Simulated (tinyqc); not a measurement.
Worked calculation: Hubbard chain of 2 sites. Computed by tinyqc, a small Python program that keeps every step. Settings: hopping = 1.99, U = 3.3, mixing = 1, iteration cap = 66. Command: `OMP_NUM_THREADS=1 python tinyqc.py 20461 20462 out.jsonl` (the two numbers bound the seeds that draw the settings). One thread of a shared host (Intel(R) Xeon(R) Processor @ 2.60GHz), about 0.2 s of CPU time with the checks. Later iterations appear only in the table of the cycle.

## Mean-field iteration 1

one-body matrix (hopping and site energies) (eV):
```
           1          2
1   0.000000  -1.990000
2  -1.990000   0.000000
```

U = 3.300000 eV

electrons, up and down: 1  1

mixing = 1

n(up) at the start (a guess, not normalised): 1 0.550000, 2 0.450000

n(down) at the start (a guess): 1 0.450000, 2 0.550000

H(up) = T + U n(down), H(down) = T + U n(up); fill the lowest levels; n(new) = n + mixing (n(out) - n); E = tr T (rho up + rho down) + U sum n_up n_down of the output.

levels, up (eV): -0.346829  3.646829

levels, down (eV): -0.346829  3.646829

energy = -2.327655 eV

n(up) after iteration 1: 1 0.541316, 2 0.458684

n(down) after iteration 1: 1 0.458684, 2 0.541316

## Mean-field iteration 2

As before.

levels, up (eV): -0.344665  3.644665

levels, down (eV): -0.344665  3.644665

energy = -2.328401 eV

n(up) after iteration 2: 1 0.534176, 2 0.465824

n(down) after iteration 2: 1 0.465824, 2 0.534176

## Mean-field iteration 3

As before.

levels, up (eV): -0.343193  3.643193

levels, down (eV): -0.343193  3.643193

energy = -2.328906 eV

n(up) after iteration 3: 1 0.528292, 2 0.471708

n(down) after iteration 3: 1 0.471708, 2 0.528292

## Convergence

Each step fills the lowest levels of T + U n(other spin) and sets n(new) = n + mixing (n(out) - n); stop when output and input agree to 1e-8.

Course of the cycle:
```
iteration       E (eV)  largest |n(out) - n(in)|  mean |n_up - n_down|
1          -2.32765525                  8.68e-03              0.082631
2          -2.32840059                  7.14e-03              0.068353
3          -2.32890631                  5.88e-03              0.056584
4          -2.32925086                  4.86e-03              0.046865
5          -2.32948627                  4.02e-03              0.038828
6          -2.32964743                  3.33e-03              0.032178
7          -2.32975790                  2.75e-03              0.026670
8          -2.32983370                  2.28e-03              0.022108
9          -2.32988573                  1.89e-03              0.018328
10         -2.32992147                  1.57e-03              0.015195
11         -2.32994603                  1.30e-03              0.012598
...                ...                       ...                   ...
56         -2.33000000                  2.83e-07              2.75e-06
57         -2.33000000                  2.35e-07              2.28e-06
58         -2.33000000                  1.94e-07              1.89e-06
59         -2.33000000                  1.61e-07              1.56e-06
60         -2.33000000                  1.34e-07              1.30e-06
61         -2.33000000                  1.11e-07              1.08e-06
62         -2.33000000                  9.19e-08              8.92e-07
63         -2.33000000                  7.62e-08              7.40e-07
64         -2.33000000                  6.32e-08              6.13e-07
65         -2.33000000                  5.24e-08              5.08e-07
66         -2.33000000                  4.34e-08              4.22e-07
```

Not converged within 66 iterations: the residual falls steadily but slowly, by a factor of about 0.83 a step. The lowest mean-field energy found from random starts is -2.33000 eV. Reruns (cap 100 unless said): mixing 0.2: not converged; mixing 0.5: not converged; mixing 0.9: converged in 83 (E = -2.33000); the original settings with a cap of 400: converged in 74 (E = -2.33000).

## The many-body Hamiltonian

Basis: all placements (u, d, 2, 0 on each site), up operators ordered before down ones; hops carry the sign of the same-spin electrons passed.

H (eV):
```
           20         ud         du         02
20   3.300000  -1.990000  -1.990000   0.000000
ud  -1.990000   0.000000   0.000000  -1.990000
du  -1.990000   0.000000   0.000000  -1.990000
02   0.000000  -1.990000  -1.990000   3.300000
```

## Exact diagonalisation (4 states)

Lowest levels of the sector, and the double occupancy of the lowest state.

lowest levels (eV): -2.658468  0.000000  3.300000  5.958468

double occupancy per site = 0.154258
